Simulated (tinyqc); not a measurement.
AlGaN/GaN HEMT with access regions, lumped model: one step of the calculation.

A polarisation-induced electron sheet under a Schottky gate, in series with two ungated access regions and contacts. Drift law v = mu E/(1 + mu E/vs) under the gate. Currents in mA/mm, resistances in ohm mm. No self-heating, no channel-length modulation; fits for polarisation, barrier and offset are chosen for the exercise.

Problem. On-resistance and breakdown. sigma = (5e13 x + 1.6e13 x^2) cm^-2, phiB = 0.84 + 1.3 x, dEc = 0.7 (1.71 x + x^2) in volts, Cb = eps0 eps_r/d, VT = phiB - dEc - q sigma/Cb, access density n0 = -Cb VT/q. Ron = 2 Rc + Ls/(q mu n0) + Ld/(q mu (1 - ft) n0) + Lg/(mu Cb (Vg - VT)). Off state: a depleted stretch that holds the voltage V has the peak field sqrt(k V), k = 2 q n0/(eps0 eps_r te), so one edge holds V1 = Ec^2/k. The sheet under the plate pinches off at Vf = q n0 (1/Cb + tf/(eps0 ei)); beyond it the gate edge is screened. BV = V1 if Vf >= V1, else Vf + V1, and at most Ec Ld. Specific resistance Ron (Ls + Lg + Ld); figure of merit BV^2 over it.

Inputs (values chosen for the exercise); values close to those of AlGaN/GaN structures:
- x = 0.17 (aluminium share of the barrier)
- d = 15 nm (barrier thickness)
- eps_r = 9.4 (relative permittivity of barrier and channel)
- mu = 1500 cm^2/(V s) (channel mobility)
- vs = 1.3e7 cm/s (saturation velocity)
- Lg = 0.15 um (gate length)
- Ls = 1.5 um (source access length)
- Ld = 4 um (drain access length)
- Rc = 0.58 ohm mm (resistance of each contact)
- ft = 0.11 (share of the drain-access electrons removed by traps)
- Vg = 0 V (gate voltage)
- Ec = 2.7 MV/cm (critical field)
- te = 0.31 um (depth over which the depleted charge spreads)
- tf = 100 nm (insulator under the field plate)
- ei = 3.9 (relative permittivity of that insulator)

Constants: q = 1.602176634e-19 C, eps0 = 8.8541878128e-14 F/cm where lengths are in cm. Results are converted to the units shown.

Give: Ron; Vf; V1; BV; specific resistance; figure of merit.

Solution.

Ron = 5.377 ohm mm
Vf = 29.88 V
V1 = 96.82 V
BV = 126.7 V
specific resistance = 0.3038 mohm cm^2
figure of merit = 52.84 MW/cm^2

The plate raises BV by a factor of 1.31.

Computed by the program tinyqc: `OMP_NUM_THREADS=1 python tinyqc.py 2570027 2570028 out.jsonl`, one thread of a shared Intel Xeon 2.30GHz, about 0.02 s for the whole run.
